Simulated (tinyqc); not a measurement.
## Van der Pauw, Hall and four-point-probe measurements on a doped layer: correction factor against the shape of the sample

A uniform p-type layer with sheet resistance Rs = 1/(q ns mu), point contacts, low field (mu B small).

Rs = 1/(q ns mu). For a rectangle with contacts at the corners, RA = (8 Rs/pi) sum_(k>=0) ln coth((2k + 1) pi a/(2 b)) with current along a short side b and voltage along the opposite one, RB the same with a and b exchanged. ar = a/b. F = Rs/[(pi/ln 2)(RA + RB)/2]; small-asymmetry estimate 1 - (ln 2/2) d^2 - ((ln 2)^2/4 - (ln 2)^3/12) d^4 with d = (RB - RA)/(RB + RA).

Parameters, values chosen for the exercise:
- ns = 3.2e12 cm^-2 (sheet density of the layer)
- mu = 50 cm^2/(V s) (drift mobility)

Constants: q = 1.602176634e-19 C. Results are converted to the units shown.

Results:
```
ar,RA (ohm),RB (ohm),RB/RA,F,estimate of F
1,8607,8607,1.000,1.000,1.000
1.29,3454,1.758e4,5.089,0.8185,0.8249
1.43,2224,2.245e4,10.09,0.6977,0.7254
1.57,1433,2.753e4,19.22,0.5944,0.6577
1.71,922.7,3.274e4,35.48,0.5114,0.6167
1.86,576.0,3.842e4,66.70,0.4415,0.5917
2,371.0,4.378e4,118.0,0.3899,0.5787
```

Estimate the missing row, ar = 1.14.

Computed row:
```
ar,RA (ohm),RB (ohm),RB/RA,F,estimate of F
1.14,5536,1.270e4,2.293,0.9442,0.9444
```

With this row back in the table: RB/RA rises from 1.00 to 118 and F falls from 1.00 to 0.390. The estimate is 0.78 % above F at a/b = 1.29 and 48 % above it in the last row. RA shrinks about as exp(-pi a/b): by a factor of 1.55 between the last two rows, against 1.55.

Numbers from tinyqc (`OMP_NUM_THREADS=1 python tinyqc.py 2850197 2850198 out.jsonl`; about 0.04 s on one thread of a shared Intel Xeon 2.30GHz).
